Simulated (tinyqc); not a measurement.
MOS inversion layer, Poisson-Schroedinger loop: one step of the calculation.

Electrons confined at an insulator interface at z = 0, treated as a hard wall; parabolic valleys, Hartree approximation, no image or exchange terms. The depletion charge lies far deeper than the electrons and gives a uniform field q Nd/(eps0 eps_r); the gate balances all charge. Energies are counted from the band edge at the interface.

Question. Density, output potential and mixing. n_i = sum_k N_k |psi_k|^2 (converted to cm^-3). Hartree part by Gauss: on the interval before node i the electrons still beyond are S_i = Ns - hz sum_(j<i) n_j, and U_i = U_(i-1) + q S_i hz/(eps0 eps_r) in eV, U_0 = 0 at the interface. Mixing: U(new) = U + a (U(out) - U).

Inputs (values chosen for the exercise); masses and permittivity close to those of silicon (100):
- eps_r = 11.8 (relative permittivity)
- Ns = 4.1e12 cm^-2 (sheet density of electrons)
- a = 0.3 (mixing factor)

Constants: q = 1.602176634e-19 C, eps0 = 8.8541878128e-14 F/cm where lengths are in cm. Results are converted to the units shown.

columns A: node; B: z (nm); C: self-consistent potential U at the start (eV); D: |psi|^2 of A1 (1/nm); E: |psi|^2 of A2 (1/nm); F: |psi|^2 of B1 (1/nm); G: |psi|^2 of B2 (1/nm)
```
A    B  C           D           E           F           G
1    1  0  0.10211941  0.09426144  0.02215174  0.02412387
2    2  0  0.25260149  0.13033528  0.07460963  0.06900092
3    3  0  0.27815262  0.02498959  0.12865937  0.08698377
4    4  0  0.19843541  0.01948635  0.16120977  0.06228879
5    5  0  0.10460965  0.13638554  0.16456394  0.02080824
6    6  0  0.04353963  0.21226969  0.14441155  0.00005704
7    7  0  0.01489027  0.18612535  0.11230372  0.01706054
8    8  0  0.00429837  0.11395164  0.07890119  0.06068322
9    9  0  0.00106794  0.05343141  0.05074334  0.10585568
10  10  0  0.00023178  0.02019877  0.03015248  0.13199536
11  11  0  0.00004446  0.00636136  0.01666228  0.13228624
12  12  0  0.00000761  0.00170773  0.00859537  0.11210042
13  13  0  0.00000117  0.00039744  0.00413948  0.08213215
14  14  0  0.00000016  0.00008119  0.00184776  0.05214621
15  15  0  0.00000002  0.00001465  0.00074545  0.02801048
16  16  0  0.00000000  0.00000230  0.00025107  0.01170020
17  17  0  0.00000000  0.00000026  0.00005186  0.00276687
```

N_k (cm^-2): A1 2.7012029e12, A2 1.3821568e12, B1 1.4034863e10, B2 2.6054804e9

Give: n; U(out); U after round 1.

Answer.

```
node  n (1e18 cm^-3)  U(out) (eV)  U after round 1 (eV)
1              4.065       0.0629               0.01886
2              8.637       0.1195               0.03585
3              7.879       0.1629               0.04887
4              5.654       0.1942               0.05827
5              4.734       0.2169               0.06506
6              4.130       0.2322               0.06967
7              2.991       0.2413               0.07239
8              1.704       0.2458               0.07373
9              0.777       0.2476               0.07428
10             0.293       0.2483               0.07448
11             0.095       0.2485               0.07454
12             0.028       0.2485               0.07456
13             0.008       0.2485               0.07456
14             0.003       0.2486               0.07457
15             0.001       0.2486               0.07457
16             0.000       0.2486               0.07457
17             0.000       0.2486               0.07457
```

Program tinyqc, `OMP_NUM_THREADS=1 python tinyqc.py 2160086 2160087 out.jsonl`; Intel Xeon 2.30GHz, shared host, one thread, about 0.5 s.
